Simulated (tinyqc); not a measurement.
## Reflectance at normal incidence against thickness

Normal incidence on air, film (n1) and substrate (N2 = n2 - i k2): r01 = (1 - n1)/(1 + n1), r12 = (n1 - N2)/(n1 + N2), amplitude (r01 + r12 X)/(1 + r01 r12 X), X = exp(-4 pi i n1 d/lam), R its squared modulus, phase from 0 to 360 degrees.

Values chosen for this exercise:
- lam = 800 nm (wavelength)
- n1 = 1.302 (index of the transparent film)
- n2 = 3.692 (index of the substrate)
- k2 = 0.0065 (extinction coefficient of the substrate)

Results:
```
d (nm),R (%),phase of the reflected amplitude (degrees)
0,32.92,179.9
39,30.58,146.1
78,24.28,107.5
116,17.06,59.95
155,13.74,357.5
232,24.85,249.3
271,30.91,211.3
310,32.91,177.6
```

Estimate the missing row, d = 194 nm.

Computed row:
```
d (nm),R (%),phase of the reflected amplitude (degrees)
194,17.55,295.9
```

With this row back in the table: R goes from 32.9 through a minimum of 13.7 (at d = 155 nm among the rows listed) to 32.9 %. At a quarter wave, d = 154 nm, R = 13.7 %; for a transparent substrate it would vanish for n1 = sqrt(n2) = 1.92.

tinyqc, about 0.01 s, one thread, Intel Xeon 2.30GHz (shared host): `OMP_NUM_THREADS=1 python tinyqc.py 2870184 2870185 out.jsonl`
